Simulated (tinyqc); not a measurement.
Van der Pauw, Hall and four-point-probe measurements on a doped layer: correction factor against the shape of the sample.

A uniform n-type layer with sheet resistance Rs = 1/(q ns mu), point contacts, low field (mu B small).

Rs = 1/(q ns mu). For a rectangle with contacts at the corners, RA = (8 Rs/pi) sum_(k>=0) ln coth((2k + 1) pi a/(2 b)) with current along a short side b and voltage along the opposite one, RB the same with a and b exchanged. ar = a/b. F = Rs/[(pi/ln 2)(RA + RB)/2]; small-asymmetry estimate 1 - (ln 2/2) d^2 - ((ln 2)^2/4 - (ln 2)^3/12) d^4 with d = (RB - RA)/(RB + RA).

Parameters, values chosen for the exercise: sheet density of the layer ns = 1.4e13 cm^-2; drift mobility mu = 180 cm^2/(V s).

Constants: q = 1.602176634e-19 C. Results are converted to the units shown.

Correction factor against the shape of the sample:

| ar | RA (ohm) | RB (ohm) | RB/RA | F | estimate of F |
|---|---|---|---|---|---|
| 1 | 546.47 | 546.47 | 1.0000 | 1.0000 | 1.0000 |
| 1.23 | 264.81 | 988.82 | 3.7341 | 0.87182 | 0.87413 |
| 1.46 | 128.51 | 1493.5 | 11.622 | 0.67381 | 0.70823 |
| 1.69 | 62.385 | 2030.9 | 32.554 | 0.52212 | 0.62128 |
| 1.91 | 31.254 | 2560.4 | 81.922 | 0.42172 | 0.58618 |
| 2.14 | 15.174 | 3122.0 | 205.75 | 0.34838 | 0.57126 |
| 2.37 | 7.3669 | 3687.8 | 500.59 | 0.29577 | 0.56529 |
| 2.6 | 3.5767 | 4255.6 | 1189.8 | 0.25661 | 0.56285 |

Read the table: what changes, and by how much?

RB/RA rises from 1.00 to 1190 and F falls from 1.00 to 0.257. The estimate is 5.1 % above F at a/b = 1.46 and 2.19 times it in the last row. RA shrinks about as exp(-pi a/b): by a factor of 2.06 between the last two rows, against 2.06.

tinyqc, about 0.01 s, one thread, Intel Xeon 2.30GHz (shared host): `OMP_NUM_THREADS=1 python tinyqc.py 2850147 2850148 out.jsonl`
